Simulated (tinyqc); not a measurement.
# Vibrations of a mass or spring defect in a linear chain, step by step

A worked calculation. Computed by tinyqc, a small Python program that keeps every step. Command: `OMP_NUM_THREADS=1 python tinyqc.py 3001831 3001832 out.jsonl localmode walk`. One thread of a shared host (Intel(R) Xeon(R) Processor @ 2.30GHz), about 0.01 s of CPU time with the checks. Intermediate numbers are printed to about 6 digits and carried at full precision; extremes and crossings named in words are read from the listed rows.

A ring of N atoms with nearest-neighbour springs k and motion along the chain. Atom 1 is the defect, of mass M', and its two springs are k'. Odd sites are A (the defect replaces an A atom), even sites B.

Inputs (values chosen for the exercise, for a model chain):

| quantity | value | unit |
|---|---|---|
| spring constant k | 1.94 | eV/angstrom^2 |
| mass M_A | 53.2 | u |
| mass M_B | 146 | u |
| defect mass M' | 19.7 | u |
| spring ratio k'/k at the defect | 1 | - |
| atoms in the ring N | 10 | - |
| isotope mass step | 2 | u |

Host: diatomic.

Constants: nu for 1 eV/(angstrom^2 u) = 15.6333042 THz.

## Band edges of the host

Host bands: lambda from 0 to 2k/M(heavy) and from 2k/M(light) to 2k (1/M_A + 1/M_B). nu = 15.6333042 THz x sqrt(lambda), lambda in eV/(angstrom^2 u).

band edges (THz): 0.00000  2.54853  4.22193  4.93150

## Dynamical matrix of the ring

D_ii = (sum of the two springs at i)/M_i, D_ij = -k_ij/sqrt(M_i M_j) for neighbours, closed into a ring.

D (eV/(angstrom^2 u)), lower triangle (symmetric):
```
            1          2          3          4          5          6          7          8
1    0.196954
2   -0.036174   0.026575
3    0.000000  -0.022013   0.072932
4    0.000000   0.000000  -0.022013   0.026575
5    0.000000   0.000000   0.000000  -0.022013   0.072932
6    0.000000   0.000000   0.000000   0.000000  -0.022013   0.026575
7    0.000000   0.000000   0.000000   0.000000   0.000000  -0.022013   0.072932
8    0.000000   0.000000   0.000000   0.000000   0.000000   0.000000  -0.022013   0.026575
9    0.000000   0.000000   0.000000   0.000000   0.000000   0.000000   0.000000  -0.022013
10  -0.036174   0.000000   0.000000   0.000000   0.000000   0.000000   0.000000   0.000000

            9        10
9    0.072932
10  -0.022013  0.026575
```

## Frequencies of the ring

Diagonalise D and leave out the zero eigenvalue of the uniform shift.

nonzero frequencies (THz): 1.33195  1.37071  2.36460  2.38381  4.32763  4.50256  4.74822  4.87556  7.18781

1 mode(s) lie outside the host bands, at 7.188 THz.

## The highest mode of a long ring

The same matrix for 120 atoms; amplitudes are the mass-weighted eigenvector, in size, relative to the defect, for the highest mode; its weight is the squared component of the normalised eigenvector on the defect.

highest frequency, long ring = 7.18781 THz

weight of the highest mode on the defect = 0.924395

amplitudes on atoms 1 to 8: 1.00000e+00  1.99579e-01  3.23538e-02  3.92932e-03  6.36981e-04  7.73605e-05  1.25409e-05  1.52307e-06

ratio to the top of the host band = 1.45753

A local mode: it lies 45.8 % above the host band and its amplitude falls by a factor 50.79 every two atoms beyond the first neighbour.

## Convergence with the size of the ring

The formulas are those given above.

Highest mode:

| N | frequency (THz) | weight on the defect | modes outside the bands |
|---|---|---|---|
| 4 | 7.19216 | 0.920240 | 1 |
| 6 | 7.18789 | 0.924250 | 1 |
| 8 | 7.18781 | 0.924391 | 1 |
| 12 | 7.18781 | 0.924395 | 1 |
| 20 | 7.18781 | 0.924395 | 1 |
| 40 | 7.18781 | 0.924395 | 1 |
| 80 | 7.18781 | 0.924395 | 1 |
| 120 | 7.18781 | 0.924395 | 1 |

The local mode is within 0.01 % of its final value from N = 6 on, and its weight on the defect settles at 0.924: a bound mode needs only a cell larger than its decay length.

## Isotope shift of the local mode

Raise M' by the isotope step in the 120-atom ring. First order, good only for a step much smaller than M': Delta nu/nu = -(1/2) (weight on the defect) Delta M'/M'; a defect vibrating against fixed neighbours would give sqrt(M'/(M' + step)) - 1.

shift, exact = -4.34950 %

shift, first order = -4.69236 %

shift, fixed neighbours = -4.71967 %

The shift is 92 % of the fixed-neighbour value; all other atoms together carry 8 % of the kinetic energy of the mode.

Checks made by the program: sum of eigenvalues against the trace of D (relative difference below 1e-10).
